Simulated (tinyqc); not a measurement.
From one set of inputs to another, one input at a time: finite-size error of a charged defect in a periodic cell: Madelung and Makov-Payne terms. Computed by tinyqc, a small Python program. Command: `OMP_NUM_THREADS=1 python tinyqc.py 3030730 3030731 out.jsonl imagecharge ladder`. One thread of a shared host (Intel(R) Xeon(R) Processor @ 2.30GHz), about 0.04 s of CPU time with the checks.

L is the cube root of the cell volume. The defect charge is a Gaussian, rho(r) = q (2 pi sigma^2)^(-3/2) exp(-r^2/2 sigma^2), repeated periodically in a uniform neutralising background and screened by a continuum. The model cell energy is E(L) = E_0 + [periodic - isolated electrostatic energy].

The inputs printed are set A. Inputs not listed in the table keep their values of set A, so the rows need not describe a real material.

Inputs (values chosen for the exercise, with screening close to that of CdS):
```
quantity,value,unit
charge q,-3,e
cell length L,12,angstrom
dielectric constant eps,8.46,-
width sigma of the defect charge,1.6,angstrom
formation energy of the isolated defect E_0,5.853,eV
```

Supercell lattice: fcc. Screening: isotropic.

Constants: e^2/(4 pi eps_0) = 14.39964548 eV angstrom.

Method:
- Cell vectors: (0,1,1), (1,0,1), (1,1,0), scaled to volume L^3.
- Ewald sum for a unit point charge: scale each Cartesian component of the cell by 1/sqrt(eps_i), giving R', G' and V'; E = [ (1/2) sum erfc(eta R')/R' + (2 pi/V') sum exp(-G'^2/4 eta^2)/G'^2 - eta/sqrt(pi) - pi/(2 V' eta^2) ] e^2/(4 pi eps_0) / sqrt(eps_x eps_y eps_z), over n_i = -6..6, omitting n = (0,0,0), eta = 2/V'^(1/3). alpha = -2 E eps_g L/(e^2/(4 pi eps_0)), eps_g = (eps_x eps_y eps_z)^(1/3).
- Periodic energy of the Gaussian: (2 pi q^2/V) sum_(G != 0) exp(-sigma^2 G^2)/(G.eps.G) x e^2/(4 pi eps_0), n_i = -k..k with k = max(9, L/sigma rounded up). Isolated energy: q^2/(2 sqrt(pi) sigma) <1/(n.eps.n)> e^2/(4 pi eps_0), the mean over directions n, here 1/eps.

Each row keeps all changes above it:
```
input moved,from,to,point-charge correction -q^2 E (eV),Madelung constant alpha,isolated energy (eV)
set A,-,-,1.8435,2.8883,2.7008
width sigma of the defect charge (angstrom),1.6,2.2,1.8435,2.8883,1.9642
cell length L (angstrom),12,19,1.1643,2.8883,1.9642
dielectric constant eps,8.46,9,1.0945,2.8883,1.8464
```

Point-charge correction -q^2 E goes from 1.84 to 1.09, a factor 0.594 in all. The largest single move comes from cell length L (a factor 0.632). Isolated energy goes from 2.70 to 1.85, a factor 0.684 in all. The largest single move comes from width sigma of the defect charge (a factor 0.727). The single moves hold for this order of the switches; the total does not depend on the order.

Extremes, crossings and ranges named in words are read from the listed rows.
